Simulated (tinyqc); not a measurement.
Inside a calculation: sp3s* tight binding with spin-orbit coupling. Values are carried at full precision from step to step, so a last printed digit may differ when a step is redone from the rounded ones.

sp3s* tight binding, nearest neighbours only: anion (a) at 0, cation (c) at a/4 (1,1,1), orbitals s, px, py, pz, s* on each; k in units of 2 pi/a. With phases e_j = exp(i (pi/2) k.n_j) for n = (1,1,1), (1,-1,-1), (-1,1,-1), (-1,-1,1): g0 = (e1+e2+e3+e4)/4, g1 = (e1+e2-e3-e4)/4, g2 = (e1-e2+e3-e4)/4, g3 = (e1-e2-e3+e4)/4. The diagonal holds the levels Esa, Epa, Exa (s*) and Esc, Epc, Exc. Anion-cation block: <sa|sc> = Vss g0; <sa|xc> = Vsapc g1; <xa|sc> = -Vscpa g1; <xa|xc> = Vxx g0; <xa|yc> = <ya|xc> = Vxy g3, <xa|zc> = <za|xc> = Vxy g2, <ya|zc> = <za|yc> = Vxy g1; <s*a|xc> = Vxapc g1; <xa|s*c> = -Vpaxc g1; y and z take g2 and g3 in place of g1; s-s* and s*-s* vanish.

Constants: hbar^2/2m0 = 3.80998211 eV angstrom^2.

Values chosen for the exercise (near a published set for AlAs, fitted to gaps, whose masses and valley positions are rough; spin-orbit coupling, where it is added without a refit, lifts the valence top and shrinks all gaps by about a third of the splitting; shifted at random, so the results belong to these values and not to a real crystal):
- k = (0.74, 0.74, 0) 2 pi/a (wave vector)
- Esa = -7.523 eV (s level of the anion)
- Epa = 0.985 eV (p level of the anion)
- Esc = -1.166 eV (s level of the cation)
- Epc = 3.594 eV (p level of the cation)
- Exa = 7.501 eV (s* level of the anion)
- Exc = 6.73 eV (s* level of the cation)
- Vss = -6.674 eV (s-s)
- Vxx = 1.879 eV (px-px)
- Vxy = 4.283 eV (px-py)
- Vsapc = 5.115 eV (s anion, p cation)
- Vscpa = 5.499 eV (s cation, p anion)
- Vxapc = 4.53 eV (s* anion, p cation)
- Vpaxc = 4.987 eV (p anion, s* cation)
- Da = 0.416 eV (atomic spin-orbit splitting, anion)
- Dc = 0.024 eV (the same, cation)
- a = 5.661 angstrom (lattice constant)

## Phase sums

Form g0 to g3 at this k.

g0, g1, g2, g3: 0.15773  0.36448i  0.36448i  -0.84227

## The Hamiltonian without spin-orbit coupling

Fill in the 10 x 10 matrix.

H(k) (eV), lower triangle (Hermitian):
```
           sa        xa        ya        za       s*a       sc      xc      yc      zc     s*c
sa    -7.5230
xa          0    0.9850
ya          0         0    0.9850
za          0         0         0    0.9850
s*a         0         0         0         0    7.5010
sc    -1.0527   2.0043i   2.0043i    4.6317         0  -1.1660
xc   -1.8643i    0.2964   -3.6075  -1.5611i  -1.6511i        0  3.5940
yc   -1.8643i   -3.6075    0.2964  -1.5611i  -1.6511i        0       0  3.5940
zc    -4.3082  -1.5611i  -1.5611i    0.2964   -3.8155        0       0       0  3.5940
s*c         0   1.8177i   1.8177i    4.2004         0        0       0       0       0  6.7300
```

## Levels at this k

Diagonalise H, which belongs to k = (0.74, 0.74, 0) (2 pi/a). Four bands are filled (two electrons each); give the make-up of band 5, the lowest empty one.

levels (eV): -9.7628  -6.4506  -2.3620  -1.8265  2.3669  2.7275  6.4055  6.9326  10.2546  10.9938

weights of band 5: s 0.150, p 0.484, s* 0.366

weight of band 5 on atom a = 0.501

The vertical gap at this k is 4.1934 eV; band 5 is mostly p-like.

## Levels at Gamma

Spin-orbit coupling acts within the p shell of each atom as (D/3) L.sigma, D = Da or Dc: it puts four states at Ep + D/3 and two at Ep - 2D/3.

At k = 0 only g0 = 1 is left and H falls into 2 x 2 blocks [[E_a, V], [V, E_c]] with roots (E_a + E_c)/2 -/+ sqrt(((E_a - E_c)/2)^2 + V^2); the s* levels stay uncoupled. The direct gap runs from the highest lower root of the p blocks to the lowest upper root.

Blocks at Gamma (eV):

| block | E_a | E_c | V | lower root | upper root |
|---|---|---|---|---|---|
| s (Gamma6) | -7.5230 | -1.1660 | -6.6740 | -11.7367 | 3.0477 |
| p 3/2 (Gamma8) | 1.1237 | 3.6020 | 1.8790 | 0.1120 | 4.6136 |
| p 1/2 (Gamma7) | 0.7077 | 3.5780 | 1.8790 | -0.2216 | 4.5072 |

direct gap at Gamma = 2.9357 eV

The lowest empty level at Gamma is s-like. The split-off band lies 0.3336 eV below the top, between Dc = 0.024 and Da = 0.416 eV, weighted by where the valence p state sits.

## Bands near the gap

Diagonalise at L = (1/2,1/2,1/2), X = (1,0,0), W = (1,1/2,0), K = (3/4,3/4,0) and at the fractions named between them; energies from the top of the valence band at Gamma; the matrix is 20 x 20 and 8 levels are filled.

Levels (eV):

| k | level 3 | level 5 | level 7 | level 8 | level 9 | level 10 | level 11 |
|---|---|---|---|---|---|---|---|
| L | -6.167 | -1.267 | -1.070 | -1.070 | 2.578 | 2.578 | 3.328 |
| L-G 0.5 | -3.606 | -0.789 | -0.586 | -0.586 | 2.922 | 2.922 | 3.916 |
| G | -0.334 | 0.000 | 0.000 | 0.000 | 2.936 | 2.936 | 4.395 |
| G-X 0.2 | -1.105 | -0.476 | -0.296 | -0.296 | 3.314 | 3.314 | 3.944 |
| G-X 0.4 | -2.855 | -1.131 | -0.944 | -0.944 | 2.996 | 2.996 | 3.601 |
| G-X 0.6 | -4.616 | -1.775 | -1.596 | -1.596 | 2.399 | 2.399 | 3.305 |
| G-X 0.7 | -5.387 | -2.033 | -1.857 | -1.857 | 2.236 | 2.236 | 3.081 |
| G-X 0.8 | -6.029 | -2.226 | -2.052 | -2.052 | 2.167 | 2.167 | 2.852 |
| G-X 0.9 | -6.478 | -2.346 | -2.173 | -2.173 | 2.172 | 2.172 | 2.660 |
| X | -6.644 | -2.386 | -2.214 | -2.214 | 2.194 | 2.194 | 2.574 |
| W | -6.708 | -2.478 | -2.217 | -2.211 | 2.190 | 2.198 | 2.544 |
| K | -6.634 | -2.573 | -1.962 | -1.941 | 2.243 | 2.249 | 2.587 |
| K-G 0.5 | -4.324 | -1.649 | -0.747 | -0.732 | 3.089 | 3.149 | 3.215 |

On these points the lowest empty level is lowest at G-X 0.8, 2.167 eV above the top.

## Valleys and masses

The lowest conduction level (mean of the pair) at Gamma, at its minimum on (x,0,0) for x from 0.5 to 1, and at the point L (L, and X where the search ends there, need not be minima in this model; a zero or negative inverse mass shows it). Inverse masses m0/m = (E(+h) + E(-h) - 2 E)/(2 c q^2) with c = hbar^2/2m0, q = h 2 pi/a, h = 0.002; longitudinal along the valley axis ([100] at Gamma and Delta, [111] at L), transverse along [010] or [1-10]. A dash: the next level lies within 0.15 eV, so a single mass has no use there.

Valleys:

| valley | x (2 pi/a) | E - Ev (eV) | m0/m_l | m0/m_t |
|---|---|---|---|---|
| Gamma | 0.0000 | 2.9357 | 3.41 | 3.41 |
| Delta | 0.8377 | 2.1618 | 0.68 | 0.23 |
| L | 0.5000 | 2.5775 | 0.09 | 0.28 |

Of these three the lowest is the Delta line, which makes the gap indirect, 2.1618 eV. At Delta m0/m_t is 0.23. This nearest-neighbour model is fitted to gaps: it places the Delta minimum and the masses at Delta and L only roughly (transverse masses can be several times too heavy), and since its bands are flat from X to W the transverse mass grows too heavy towards X; d orbitals or second neighbours cure this.

## Checks

- Direct gap at Gamma from the blocks against the full matrix: both 2.93572.

Program tinyqc; command `OMP_NUM_THREADS=1 python tinyqc.py 1481607 1481608 out.jsonl`; about 0.2 s on one thread of a shared Intel(R) Xeon(R) Processor @ 2.30GHz.
